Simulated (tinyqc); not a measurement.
Changing the solid interaction L_S: binary melting diagram from solution models of liquid and solid. Computed by tinyqc, a small Python program. Command: `OMP_NUM_THREADS=1 python tinyqc.py 3021378 3021379 out.jsonl melt sweep`. One thread of a shared host (Intel(R) Xeon(R) Processor @ 2.30GHz), about 0.01 s of CPU time with the checks.

x is the fraction of B. In a phase with interaction L: mu_A = G_A + R T ln(1 - x) + L x^2, mu_B = G_B + R T ln x + L (1 - x)^2. Melting: G(liquid) - G(solid) = H (1 - T/T_m) for each pure component.

Inputs (values chosen for the exercise, modelled on Si-Ge):
```
quantity                              value    unit
melting point T_A                      1687       K
melting point T_B                      1211       K
heat of melting H_A                    50.3  kJ/mol
heat of melting H_B                    37.1  kJ/mol
liquid interaction L_L                  6.7  kJ/mol
position of T, (T - T_A)/(T_B - T_A)   0.84       -
dilute content c0 of B                0.001       -
growth number V delta/D                0.22       -
```

Diagram: complete solid solution (lens).

Constants: R = 8.314462618 J/(mol K).

Method:
- T = T_A + u (T_B - T_A). The ideal solution has k_A = exp(dG_A/(R T)) = (1 - xs)/(1 - xl) and k_B = exp(dG_B/(R T)) = xs/xl, so xl = (1 - k_A)/(k_B - k_A).
- Equal potentials: F_A = dG_A + R T ln[(1 - xl)/(1 - xs)] + L_L xl^2 - L_S xs^2 = 0, F_B = dG_B + R T ln(xl/xs) + L_L (1 - xl)^2 - L_S (1 - xs)^2 = 0. Newton steps from the ideal values with the exact Jacobian, halved if x would leave (0, 1); stop below 1e-12, residuals under 1e-7 shown as 0.
- At T_A, k0 = exp[(dG_B(T_A) + L_L - L_S)/(R T_A)]; van 't Hoff: m_L = -R T_A^2 (1 - k0)/H_A per unit fraction. Burton-Prim-Slichter: k_eff = k0/[k0 + (1 - k0) exp(-V delta/D)]. Freezing range of c0: |m_L| c0 |1 - k0|/k0.

One run for each value:
```
solid interaction L_S (kJ/mol)  liquidus xl  solidus xs  partition coefficient k0  liquidus slope m_L (K)
0.7                                 0.95492     0.76609                   0.54233                 -215.30
2.2                                 0.94841     0.75450                   0.48732                 -241.18
3.7                                 0.94092     0.74086                   0.43790                 -264.43
5.2                                 0.93230     0.72463                   0.39349                 -285.32
6.7                                 0.92242     0.70507                   0.35358                 -304.10
8.2                                 0.91119     0.68115                   0.31772                 -320.97
9.7                                 0.89860     0.65139                   0.28549                 -336.13
11.0                                0.88669     0.61925                   0.26022                 -348.01
13.0                                0.86717     0.55327                   0.22564                 -364.28
```

Over the rows, liquidus xl falls from 0.955 to 0.867 (exponent d ln y / d ln x -0.0060 between the first rows and -0.13 between the last); solidus xs falls from 0.766 to 0.553 (exponent d ln y / d ln x -0.013 between the first rows and -0.67 between the last); partition coefficient k0 falls from 0.542 to 0.226 (exponent d ln y / d ln x -0.093 between the first rows and -0.85 between the last). ln k0 falls by 0.0713 per kJ/mol, which is 1/(R T_A): a solid that mixes less willingly rejects more solute.
